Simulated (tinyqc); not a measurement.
On-chip interconnect, size-dependent resistivity and RC delay: delay against the aspect ratio.

A rectangular line between two neighbours and two ground planes. Surface and grain-boundary scattering are added to the bulk resistivity as corrections; capacitances are parallel-plate values without fringing; inductance is ignored.

Metal width x = wd - 2 tl, height y = AR wd - tl; grain boundaries (Mayadas-Shatzkes): al = (lam/(gr x)) Rg/(1 - Rg), g = 1/[1 - 3 al/2 + 3 al^2 - 3 al^3 ln(1 + 1/al)] - 1; surfaces (Fuchs-Sondheimer, thick limit): s = (3/8) lam (1 - ps)(1/x + 1/y); rho = rho0 (1 + g + s); r = rho/(x y); c = eps0 ek (2 wd/hd + 2 Mf AR wd/sp). Elmore delay tE = Rd (c Lw + Cl) + r Lw (c Lw/2 + Cl); t50 is the time at which the far end of a ladder of 30 pi sections (half capacitances at both ends, Cl at the far end, a step applied through Rd) reaches half the step; line share r Lw/(Rd + r Lw); estimate 0.69 Rd (c Lw + Cl) + 0.38 r c Lw^2 + 0.69 r Lw Cl.

Values chosen for this exercise; metal values close to those of tungsten:

| symbol | value | unit | meaning |
|---|---|---|---|
| rho0 | 5.15 | uohm cm | bulk resistivity |
| lam | 15.4 | nm | bulk mean free path |
| ps | 0.2 |  | specular share of surface scattering |
| Rg | 0.53 |  | reflection coefficient of grain boundaries |
| gr | 1 |  | grain size over the metal width |
| wd | 21 | nm | drawn line width |
| tl | 0.4 | nm | liner on both walls and the bottom, not conducting |
| sp | 32 | nm | space to the neighbouring lines |
| hd | 23 | nm | dielectric height to the planes above and below |
| ek | 2.5 |  | relative permittivity of the dielectric |
| Mf | 1 |  | Miller factor of the neighbours |
| Lw | 28 | um | line length |
| Rd | 370 | ohm | driver resistance |
| Cl | 1.6 | fF | load capacitance |

Constants: eps0 = 8.8541878128e-12 F/m. Results are converted to the units shown.

Delay against the aspect ratio:
```
AR	rho (uohm cm)	r (ohm/um)	c (fF/um)	tE (ps)	t50 (ps)	estimate (ps)	line share of the resistance (%)
0.8	13.90	419.6	0.06366	30.52	22.23	21.79	96.95
1.2	13.41	267.7	0.07528	21.26	15.56	15.22	95.30
1.6	13.17	196.3	0.08691	16.97	12.47	12.18	93.69
2	13.02	155.0	0.09853	14.54	10.72	10.45	92.14
2.4	12.92	128.0	0.1101	12.99	9.604	9.351	90.64
2.8	12.86	109.0	0.1218	11.94	8.844	8.601	89.19
3.2	12.81	94.90	0.1334	11.19	8.302	8.067	87.78
3.6	12.77	84.04	0.1450	10.64	7.903	7.673	86.41
4	12.73	75.40	0.1566	10.22	7.603	7.378	85.09
```

What does the table show?

As AR goes from 0.8 to 4, r falls from 420 to 75.4 ohm/um, c rises from 0.0637 to 0.157 fF/um and t50 falls from 22.2 to 7.60 ps. t50/tE lies between 0.728 and 0.744, and the estimate is within 3.0 % of t50.

Computed by the program tinyqc: `OMP_NUM_THREADS=1 python tinyqc.py 2100172 2100173 out.jsonl`, one thread of a shared Intel Xeon 2.30GHz, about 0.01 s for the whole run.
